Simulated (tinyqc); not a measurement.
# Drift layer from breakdown voltage and on-resistance

Problem. An ideal drift layer with a triangular field at breakdown has BV = Ec W/2, N = eps0 eps_r Ec/(q W) and Ron = W/(q mu N). Find Ec, W and N.

Inputs (values chosen for the exercise): relative permittivity eps_r = 13.1; electron mobility of the drift layer mu = 7980 cm^2/(V s).

Constants: q = 1.602176634e-19 C, eps0 = 8.8541878128e-14 F/cm where lengths are in cm. Results are converted to the units shown.

BV = 288.22843 V
Ron = 1.5978093 mohm cm^2

Answer. Eliminating W and N gives Ron = 4 BV^2/(eps0 eps_r mu Ec^3), which yields Ec.

Ec = 282.2 kV/cm
W = 20.43 um
N = 1.000e15 cm^-3

Numbers from tinyqc (`OMP_NUM_THREADS=1 python tinyqc.py 2120036 2120037 out.jsonl`; about 0.05 s on one thread of a shared Intel Xeon 2.30GHz).
